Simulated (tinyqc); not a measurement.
Changing the temperature T: thermal displacements in the Debye model: Debye-Waller factors, bond-length spread and the Lindemann rule. Computed by tinyqc, a small Python program. Command: `OMP_NUM_THREADS=1 python tinyqc.py 3009141 3009142 out.jsonl debyewaller sweep`. One thread of a shared host (Intel(R) Xeon(R) Processor @ 2.30GHz), about 0.01 s of CPU time with the checks.

A Debye spectrum with three branches of one velocity, cut at k_B Theta; 4 atoms per cube, nearest neighbours at d = 0.707107 a.

Inputs (values chosen for the exercise, modelled on gold):
```
quantity                      value        unit
atomic mass M                196.97           u
Debye temperature Theta         169           K
lattice constant a            4.078    angstrom
gamma-ray energy E             14.4         keV
photoelectron wave number k      11  1/angstrom
```

Structure: fcc.

reflection (h k l): 2  0  0

Constants: hbar^2/u = 4.18015928e-03 eV angstrom^2; k_B = 8.617333262e-05 eV/K; e = 1.602176634e-19 C; u = 1.6605390666e-27 kg; c = 299792458 m/s; hbar = 6.582119569e-16 eV s.

Method:
- <u_x^2> = (3 hbar^2/(2 M k_B Theta)) int_0^1 s coth(s Theta/(2T)) ds (64 Gauss-Legendre points); it tends to 3 hbar^2/(4 M k_B Theta) at T = 0 and to 3 hbar^2 T/(M k_B Theta^2) at high T.
- B = 8 pi^2 <u_x^2>.
- G = 2 pi sqrt(h^2 + k^2 + l^2)/a; the intensity is multiplied by exp(-2W), 2W = G^2 <u_x^2>; the loss goes into thermal diffuse scattering.
- A nucleus of this mass is supposed to emit a gamma ray of the energy chosen: recoil energy E_R = E^2/(2 M c^2), wave number k_g = E/(hbar c), recoil-free fraction f = exp(-k_g^2 <u_x^2>).
- Correlated Debye model: sigma^2 = (3 hbar^2/(M k_B Theta)) int_0^1 s coth(s Theta/(2T)) [1 - sin(s q_D R)/(s q_D R)] ds for two atoms at distance R, q_D = (6 pi^2 n)^(1/3), n atoms per volume; uncorrelated motion would give 2 <u_x^2>.
- An EXAFS amplitude is damped by exp(-2 k^2 sigma^2).

One run for each value; columns: (1) temperature T (K); (2) B factor (angstrom^2); (3) intensity factor exp(-2W); (4) sigma^2 of the nearest bond (angstrom^2); (5) correlation 1 - sigma^2/(2 <u_x^2>); (6) recoil-free fraction f:
```
(1)       (2)      (3)       (4)      (5)      (6)
5.6    0.0869  0.98960  0.001882  0.14514  0.94306
9.3    0.0880  0.98947  0.001883  0.15517  0.94236
15.0   0.0908  0.98914  0.001892  0.17720  0.94062
25.0   0.0987  0.98821  0.001942  0.22267  0.93563
42.0   0.1194  0.98574  0.002162  0.28520  0.92261
69.0   0.1631  0.98057  0.002747  0.33525  0.89581
110.0  0.2391  0.97166  0.003861  0.36237  0.85108
190.0  0.3965  0.95343  0.006263  0.37647  0.76533
310.0  0.6384  0.92610  0.010005  0.38128  0.65014
510.0  1.0448  0.88192  0.016325  0.38316  0.49425
```

Over the rows, B factor (angstrom^2) rises from 0.0869 to 1.04 (exponent d ln y / d ln x 0.025 between the first rows and 0.99 between the last); intensity factor exp(-2W) falls from 0.990 to 0.882 (exponent d ln y / d ln x -2.6e-4 between the first rows and -0.098 between the last); sigma^2 of the nearest bond (angstrom^2) rises from 0.00188 to 0.0163 (exponent d ln y / d ln x 0.0014 between the first rows and 0.98 between the last). At the high end the exponent of B factor is 0.99, close to 1: the classical law. At the low end the exponent of B factor is 0.02, close to 0: zero-point motion. ln of the intensity factor is -G^2 <u_x^2>, flat at low T and linear in T at high T.
